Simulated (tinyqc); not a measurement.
From results back to parameters: Koster-Slater impurity in an sp3s* host.

Problem. In the Koster-Slater model a defect shifts the s level of its site by Vs and the p levels by Vp; an A1 level solves 1/Vs = G_s(E) and a T2 level 1/Vp = G_p(E), E from the top of the valence band. A defect has an A1 level at E = 0.4315 eV, one of the energies of the table, and a T2 level at 0.7192 eV.

G(E) of the host (1/eV):
```
E (eV)         G_s         G_p
0.0000  -0.0725783   0.0973301
0.1438  -0.0851738   0.0628778
0.2877  -0.0996058   0.0361326
0.4315  -0.1165500   0.0120886
0.5753  -0.1370487  -0.0116107
0.7192  -0.1628526  -0.0369469
0.8630  -0.1972719  -0.0666488
1.0068  -0.2478373  -0.1063063
1.1506  -0.3389284  -0.1737201
```

Find: Vs, Vp.

Solution. Read G_s and G_p at the two energies and invert them. Vs is attractive and pulls its level down from the conduction bands. Vp is attractive and pulls its level down from the conduction bands.

Vs, Vp (eV): -8.6  -27.1

Run: tinyqc, `OMP_NUM_THREADS=1 python tinyqc.py 1451989 1451990 out.jsonl`; Intel(R) Xeon(R) Processor @ 2.30GHz, one thread, shared host; about 0.04 s of CPU time with all checks.
